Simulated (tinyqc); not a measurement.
Self-consistent Fermi level with native defects, at growth and after a quench: one step, computed by the program tinyqc.

Energies are counted from the top of the valence band (VBM); when the gap shrinks with temperature the conduction band moves and the levels stay. The added dopant is taken as fully ionised. D and A draw on one reservoir with opposite signs, as the two vacancies of a compound do.

Question. After the quench to T. E_g(T) = E_g - slope x max(0, T - 300 K). N_c = 2 M_c (2 pi m_e k_B T/h^2)^(3/2) and N_v = 2 (2 pi m_h k_B T/h^2)^(3/2), masses in units of m_0. n = N_c F_1/2((E_F - E_g)/k_B T), p = N_v F_1/2(-E_F/k_B T). F_1/2(eta) = (2/sqrt(pi)) int_0^infinity sqrt(x)/(1 + exp(x - eta)) dx, by the trapezoid rule in t = sqrt(x) with step 0.02 up to t = 12 (for eta < -12 by exp(eta) - exp(2 eta)/2^(3/2)). After a quench the totals of D and A stay as grown, and each is shared among its charge states with weights exp(-(E_f(q, 0) + q E_F)/k_B T). Net charge = p - n + sum q c_q - N_X; the log ratio is ln(positive charge/negative charge). E_F is the root of the log ratio, by 50 bisections between -0.5 eV and E_g + 0.5 eV.

Inputs (values chosen for the exercise, with bands modelled on CdTe): gap E_g at 300 K = 1.53 eV; slope -dE_g/dT above 300 K = 0.00028 eV/K; electron mass m_e = 0.0931 m_0; valleys M_c = 1; hole mass m_h = 0.645 m_0; dopant density N_X = 9.7e+17 cm^-3; growth temperature T_g = 1120 K; temperature of use T = 400 K.

Added shallow dopant: acceptor.

total D = 3.934307e+17 cm^-3

total A = 1.876559e+14 cm^-3

E_f(q, E_F = 0) (eV): D(+2) -0.029, D(+1) 0.708, D(0) 1.568, A(0) 2.193, A(-1) 2.409

Constants: m_0 = 9.1093837015e-31 kg; k_B = 1.380649e-23 J/K; h = 6.62607015e-34 J s; k_B = 8.617333262e-05 eV/K.

Give: E_F after the quench; n after the quench; p after the quench; Frozen defects.

Answer.

E_F after the quench = 0.16168 eV

n after the quench = 14.226 cm^-3

p after the quench = 1.8317e+17 cm^-3

Frozen defects:
```
state   c (cm^-3)  share of its total
D(+2)  3.9343e+17          1.0000e+00
D(+1)  2.2189e+10          5.6398e-08
D(0)   3.5292e+01          8.9702e-17
A(0)   1.5550e+14          8.2863e-01
A(-1)  3.2159e+13          1.7137e-01
```
